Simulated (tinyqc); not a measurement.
Input admittance of a MOSFET at zero drain bias: distributed channel and distributed gate: two steps of the calculation.

Source and drain grounded, strong inversion, w = 2 pi f, Cox = eps0 eox/tox. The channel is an RC line of resistance 1/(mu Cox Vo) per square fed from both ends, so one finger has the intrinsic admittance y = i w Cox L tanh(g)/g per width, g = (1/2) sqrt(i w tau), tau = L^2/(mu Vo). The vertical resistance rv/L is in series with y, the overlaps 2 i w Cov in parallel: y_t = 1/(1/y + rv/L) + 2 i w Cov. The gate strip is a line of Rsh/L per length loaded by y_t, so a finger has Y = y_t Wf tanh(k)/k, k = (Wf/sd) sqrt(y_t Rsh/L); the device has Nf Y.

Inputs (values chosen for the exercise); values of the order met in silicon radio-frequency transistors: relative permittivity of the gate insulator (close to silicon dioxide) eox = 3.9; insulator thickness tox = 3.3 nm; channel length L = 0.9 um; finger width Wf = 0.75 um; number of fingers Nf = 32; channel mobility mu = 310 cm^2/(V s); gate overdrive Vo = 0.54 V; sheet resistance of the gate Rsh = 9.3 ohm/square; vertical resistivity of the gate stack rv = 3.9 ohm um^2; number of ends at which a finger is contacted sd = 1; overlap and fringe capacitance on each side Cov = 0.15 fF/um; frequency f = 9.5 GHz.

Constants: eps0 = 8.8541878128e-14 F/cm where lengths are in cm. Results are converted to the units shown.

Problem 1. Low-frequency resistances and capacitance. Low-frequency limits, with c = Cox L and ct = c + 2 Cov: R_strip = Rsh Wf/(3 sd^2 L Nf), R_ch = (c/ct)^2 L/(12 mu Cox Vo Wf Nf), R_vert = (c/ct)^2 rv/(L Wf Nf), C = ct Wf Nf.

Wanted: parts; sum; C; 1/(2 pi R C).

Solution 1.

parts (ohm): strip 0.08073, channel 16.76, vertical 0.1696
sum = 17.01 ohm
C = 233.2 fF
1/(2 pi R C) = 40.13 GHz

The channel term is the largest, 98.5 % of the sum.

Problem 2. Input impedance of the device. k and Y as defined; Z = 1/(Nf Y) = R + 1/(i w C); Q = |Im Z|/R; signal at the point farthest from a contact |1/cosh k|.

y_t = 125.90981+543.47734i uS/um

Give: k; Nf Y; R; C; Q; signal at the far point.

Solution 2.

k = 0.044578+0.035431i
Nf Y = 3.035+13.037i mS
R = 16.938 ohm
C = 230.25 fF
Q = 4.2958
signal at the far point = 0.99963

Computed by the program tinyqc: `OMP_NUM_THREADS=1 python tinyqc.py 2262080 2262081 out.jsonl`, one thread of a shared Intel Xeon 2.30GHz, about 0.01 s for the whole run.
